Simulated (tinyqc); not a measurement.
Charge control and current of a heterostructure field-effect transistor: one step, computed by the program tinyqc. Command: `OMP_NUM_THREADS=1 python tinyqc.py 3031010 3031011 out.jsonl hemt walk`. One thread of a shared host (Intel(R) Xeon(R) Processor @ 2.30GHz), about 0.01 s of CPU time with the checks.

Two subbands in a triangular well; E_F is counted from the conduction band edge of the channel at the interface.

Question. First iteration. Charge control: n_s = C_b (V_G - V_T - E_F/e)/e. Well: mean field F = e n_s/(2 eps eps_0), E_i = (hbar^2/2m)^(1/3) [(3 pi e F/2)(i + 3/4)]^(2/3), i = 0, 1; n_s = D k_B T sum_i ln(1 + exp((E_F - E_i)/k_B T)), D = m/(pi hbar^2), which is solved in closed form for E_F. Iteration from n_s = C_b (V_G - V_T)/(2e): E_F from n_s, n_out from the charge control, n_new = n_s + mixing (n_out - n_s), kept above n_s/10; stop when |n_out/n_s - 1| < 1e-9.

Inputs (values chosen for the exercise, modelled on AlGaN/GaN):
```
quantity                                value  unit
channel mass m                            0.2   m_0
permittivity eps (barrier and channel)   9.25     -
conduction band offset dE_c              0.48    eV
gate voltage V_G                            0     V
temperature T                             300     K
```

Charge source: polarisation. Velocity law: two-piece.

barrier capacitance C_b = 0.3412552 microfarad/cm^2

threshold voltage V_T = -7.161419 V

Constants: e = 1.602176634e-19 C; k_B = 8.617333262e-05 eV/K; eps_0 = 8.8541878128e-12 F/m; hbar = 1.054571817e-34 J s; m_0 = 9.1093837015e-31 kg; k_B = 1.380649e-23 J/K.

Give: starting n_s; E_0; E_1; E_F; n_out.

Answer.

starting n_s = 7.6267e+12 1/cm^2

E_0 = 236.58 meV

E_1 = 416.20 meV

E_F = 326.29 meV

n_out = 1.4558e+13 1/cm^2

Caution: a density of n_out would put E_F above the conduction band minimum of the barrier, where parallel conduction sets in.
